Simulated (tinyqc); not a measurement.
Short-channel transistor, virtual-source model with series resistance: two steps of the calculation.

The current per gate width is the charge at the top of the source barrier (the virtual source) times its velocity times a saturation function; al and be are fitting constants of the model. Units: I in uA/um, Rs in ohm um, so I Rs = 1e-6 I Rs in volts; Q in uC/cm^2, so I = 1e-4 Q vx0 Fsat with vx0 in cm/s.

Inputs (values chosen for the exercise): temperature T = 293 K; inversion capacitance Cinv = 1.39 uF/cm^2; velocity at the virtual source vx0 = 1.81e7 cm/s; apparent mobility mu = 270 cm^2/(V s); channel length L = 25 nm; threshold at zero drain voltage VT0 = 0.41 V; drain-induced barrier lowering dl = 0.191 V/V; subthreshold factor n0 = 1.53; growth of n with drain voltage nd = 0 1/V; threshold shift (in units of Vt) from weak to strong inversion al = 3.5; sharpness of saturation be = 2; series resistance of each contact Rs = 120 ohm um; gate voltage Vgs = 0.74 V; drain voltage Vds = 0.75 V.

Constants: q = 1.602176634e-19 C, kB = 1.380649e-23 J/K, Vt = kB T/q. Results are converted to the units shown.

Task 1. Current through the series resistance. Intrinsic voltages Vg' = Vgs - I Rs, Vd' = Vds - 2 I Rs. n = n0 + nd Vd', VT = VT0 - dl Vd', Ff = 1/(1 + exp((Vg' - VT + al Vt/2)/(al Vt))), Q = Cinv n Vt ln(1 + exp((Vg' - VT + al Vt Ff)/(n Vt))), Vdsat = (vx0 L/mu)(1 - Ff) + Vt Ff, Fsat = u/(1 + u^be)^(1/be) with u = Vd'/Vdsat, and I(out) = Q vx0 Fsat per width. (Fsat takes the sign of u.) I(new) = I + 0.5 (I(out) - I).

I at the start = 0 uA/um

Wanted: Vg'; Vd'; VT; Ff; Q; Vdsat; Fsat; I(out); I after iteration 1.

Result 1.

Vg' = 0.7400 V
Vd' = 0.7500 V
VT = 0.2667 V
Ff = 0.002857
Q = 0.6582 uC/cm^2
Vdsat = 0.1672 V
Fsat = 0.9760
I(out) = 1163 uA/um
I after iteration 1 = 581.4 uA/um

Task 2. What the series resistance costs. n = n0 + nd Vd', VT = VT0 - dl Vd', Ff = 1/(1 + exp((Vg' - VT + al Vt/2)/(al Vt))), Q = Cinv n Vt ln(1 + exp((Vg' - VT + al Vt Ff)/(n Vt))), Vdsat = (vx0 L/mu)(1 - Ff) + Vt Ff, Fsat = u/(1 + u^be)^(1/be) with u = Vd'/Vdsat, and I = Q vx0 Fsat per width. I0 is the current for Rs = 0. Effective velocity I/Q; transit time L Q/I.

converged I = 816.94005 uA/um
I0 = 1162.7465 uA/um

Find: loss against I0; effective velocity; transit time.

Result 2.

loss against I0 = 29.74 %
effective velocity = 1.734e7 cm/s
transit time = 0.1442 ps

The carriers leave the virtual source at 95.8 % of vx0: the device is in saturation.

Computed by the program tinyqc: `OMP_NUM_THREADS=1 python tinyqc.py 2380039 2380040 out.jsonl`, one thread of a shared Intel Xeon 2.30GHz, about 0.01 s for the whole run.
